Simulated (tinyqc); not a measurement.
Changing the box width b: sputter depth profiling of a dopant layer: erosion rate, quantification and the mixing-roughness response. Computed by tinyqc, a small Python program. Command: `OMP_NUM_THREADS=1 python tinyqc.py 3002619 3002620 out.jsonl sims sweep`. One thread of a shared host (Intel(R) Xeon(R) Processor @ 2.30GHz), about 0.2 s of CPU time with the checks.

A rastered ion beam erodes silicon (49.94 atoms per nm^3). The measured profile is the true one convolved with a depth response.

Inputs (values chosen for the exercise, modelled on a dopant in silicon under an oxygen or caesium beam): beam energy E = 0.35 keV; beam current = 230 nA; raster side = 300 um; sputter yield at 1 keV = 1; mixing length at 1 keV = 1.8 nm; roughness sigma = 0.71 nm; depth of the top edge z0 = 18 nm; box concentration C = 2.6e+19 1/cm^3; relative sensitivity factor RSF = 3.2e+20 1/cm^3; matrix count rate = 800000 1/s; background count rate = 0.32 1/s; counting time per point = 1 s; level that defines the junction C_B = 6e+16 1/cm^3.

True profile: box.

Constants: e = 1.602176634e-19 C.

Method:
- Scaling chosen for the exercise: yield Y = Y1 E^0.5, mixing length w = w1 E^0.5 (E in keV).
- Erosion rate = Y I/(e x raster^2 x density); depth step = rate x counting time; concentration = RSF x counts/matrix counts; detection limit = RSF x 3 sqrt(background x time)/(matrix rate x time).
- Mixing alone turns a layer at z0 into (1/w) exp(-(z - z0 + w)/w) for z > z0 - w; roughness adds a Gaussian of width sigma. With x = z - z0 + w: g(x) = (1/(2w)) exp(sigma^2/(2 w^2) - x/w) erfc((sigma/w - x/sigma)/sqrt2), and its integral G(x) = (1/2) erfc(-x/(sigma sqrt2)) - w g(x). Measured: C [G(x) - G(x - b)].
- Find the maximum, the full width at half maximum and the deep point where the profile falls to C_B; far down, the trailing edge decays by w ln(10) per decade.

One run for each value:
```
box width b (nm)  peak concentration (1/cm^3)  full width at half maximum (nm)  apparent junction depth (nm)
0.30                                2.960e+18                             2.31                         22.44
0.52                                5.087e+18                             2.33                         23.14
0.91                                8.673e+18                             2.40                         23.96
1.60                                1.413e+19                             2.63                         24.97
2.70                                2.006e+19                             3.22                         26.25
4.80                                2.464e+19                             4.93                         28.43
8.30                                2.590e+19                             8.31                         31.94
14.00                               2.600e+19                            14.00                         37.64
```

Over the rows, peak concentration (1/cm^3) rises from 2.96e18 to 2.60e19 (exponent d ln y / d ln x 0.98 between the first rows and 0.0070 between the last); full width at half maximum (nm) rises from 2.31 to 14.0 (exponent d ln y / d ln x 0.018 between the first rows and 1.00 between the last); apparent junction depth (nm) rises from 22.4 to 37.6 (exponent d ln y / d ln x 0.056 between the first rows and 0.31 between the last). At the low end the exponent of peak concentration is 0.98, close to 1: a box thinner than the response looks like a delta layer. At the high end the exponent of peak concentration is 0.01, close to 0: the box is resolved. At the high end the exponent of full width at half maximum is 1.00, close to 1: the box is resolved. At the low end the exponent of full width at half maximum is 0.02, close to 0: the response sets the width. Convolution conserves area, so the dose C b would be measured correctly in every row, even where the peak is not. Left out: 25.0 (the peak is near the junction level, or the box is flat-topped).

Extremes, crossings and ranges named in words are read from the listed rows.
